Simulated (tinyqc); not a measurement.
Comparisons within one model: six-band hole subbands of a thin body in a field. A value that a table varies takes the place of the one given here.

Basis X, Y, Z times spin, hole energies counted downwards from the unstrained edge (the hydrostatic shift is left out), c = hbar^2/2m0. For a symmetric tensor T let C(T) have C_XX = L Txx + M (Tyy + Tzz), C_XY = N Txy (cyclic), L = c (g1 + 4 g2), M = c (g1 - 2 g2), N = 6 c g3. k = q + kz n, n the unit normal, q = k1 u + k2 v with u along the channel [1-10] and v = n x u. H = C(k k^T) + (Dso/3)(1 - L.sigma) - B + e F z with (L_k)_ij = -i epsilon_kij; B is the block C built from the traceless strain with 2b, -b and sqrt(3) d in place of L, M, N. Strain: exx = eyy = (s11 + s12) sx/2, ezz = s12 sx, exy = -s44 sx/4. Hard walls at z = 0 and t; basis sin(j pi z/t), j = 1 to Nz: kz^2 = (j pi/t)^2, kz = -i D with D_jl = 4 j l/(t (j^2 - l^2)), z_jj = t/2 and z_jl = -8 t j l/(pi (j^2 - l^2))^2 for j + l odd; 1 MV/cm = 0.01 eV/angstrom.

Nz = 14. E1 is the top subband at q = 0, gap the distance to the next pair, and the masses are c q^2/(E(q) - E1) at |q| = 0.02 1/angstrom (mean of the spin pair) along the channel [1-10] and across it in the plane; a dash marks a band that does not rise.

Constants: hbar^2/2m0 = 3.80998211 eV angstrom^2.

Inputs chosen for the exercise (near those of a p-type Ge channel; not measured data):
- g1 = 13.37 (Luttinger gamma1)
- g2 = 4.26 (gamma2)
- g3 = 5.67 (gamma3)
- Dso = 0.29 eV (spin-orbit splitting)
- b = -2.58 eV (tetragonal potential)
- d = -5.26 eV (trigonal potential)
- S = (9.93, -2.68, 15.1) 1/TPa (compliances s11, s12, s44)
- face = 111 (surface)
- t = 30 angstrom (body thickness)
- F = 0.8 MV/cm (field across the body)
- sx = -0.5 GPa (stress along the channel [1-10], negative in compression)

## Stress along the channel

Each row has its own sx.

Results:
```
sx (GPa)  E1 (meV)  gap (meV)  m channel  m across
-3.0         105.6      265.2      0.039     0.236
-2.0         145.5      238.4      0.042     0.170
-1.0         178.0      196.2      0.051     0.111
-0.5         189.7      184.0      0.059     0.089
0.0          197.6      179.7      0.071     0.072
0.5          201.2      183.7      0.088     0.059
1.0          200.9      195.6      0.110     0.051
```

Under 2 GPa of compression the channel mass goes from 0.071 to 0.042 m0, the mass across from 0.072 to 0.170; the gap to the next subband is 238, 180 and 196 meV at -2, 0 and +1 GPa. The lightest channel mass of the table, 0.039 m0, is at -3.0 GPa.

## Surface orientation and number of bands

Three faces, six bands; and four bands, with Dso set to 1000 eV.

Results:
```
case           E1 (meV)  gap (meV)  m channel  m across
(001) 6 bands     309.8      178.3      0.067     0.101
(001) 4 bands     311.3      612.0      0.071     0.074
(110) 6 bands     162.1      119.3      0.038     0.156
(110) 4 bands     219.8      341.1      0.053     0.076
(111) 6 bands     189.7      184.0      0.059     0.089
(111) 4 bands     191.7      263.9      0.060     0.061
```

With six bands the top subband is shallowest on (110) (162.1 meV) and deepest on (001). Without the stress E1 would be 319.6, 182.8 and 197.6 meV, so the stress moves it by -9.8, -20.7 and -7.8 meV. The lightest channel mass is on (110) (0.038 m0). Dropping the split-off band moves E1 by 1.5, 57.6 and 2.0 meV and the gap by 433.7, 221.8 and 79.8 meV on the three faces, with Dso = 290 meV.

## What each parameter does

Six bands. Each row changes one parameter from the base and keeps the others.

Results:
```
case             E1 (meV)  gap (meV)  m channel (m0)  m across (m0)
base                189.7      184.0           0.059          0.089
t = 40 angstrom     178.3      170.0           0.061          0.092
F = 1.1 MV/cm       228.5      184.3           0.060          0.090
sx = -1 GPa         178.0      196.2           0.051          0.111
g3 = 5.27           225.2      182.9           0.058          0.083
g2 = 4.9            189.7      184.0           0.058          0.086
Dso = 0.435 eV      190.4      261.8           0.060          0.079
d = -4.21 eV        191.3      183.1           0.060          0.087
```

The largest shifts from the base row, up to three for each result and ties (the steps differ in size, so this ranks the rows, not the parameters). E1 (meV): F +38.7, g3 +35.4, sx -11.7; unchanged at the printed digits by g2. gap (meV): Dso +77.8, t -14.0, sx +12.2; unchanged at the printed digits by g2. m channel (m0): sx -0.008, t +0.002, g3 -0.002. m across (m0): sx +0.023, Dso -0.010, g3 -0.005.

Computed by tinyqc, a small Python program: `OMP_NUM_THREADS=1 python tinyqc.py 1281937 1281938 out.jsonl` (the numbers bound the seed that draws the inputs); one thread of a shared host (Intel(R) Xeon(R) Processor @ 2.30GHz), about 0.4 s for the whole set of steps.
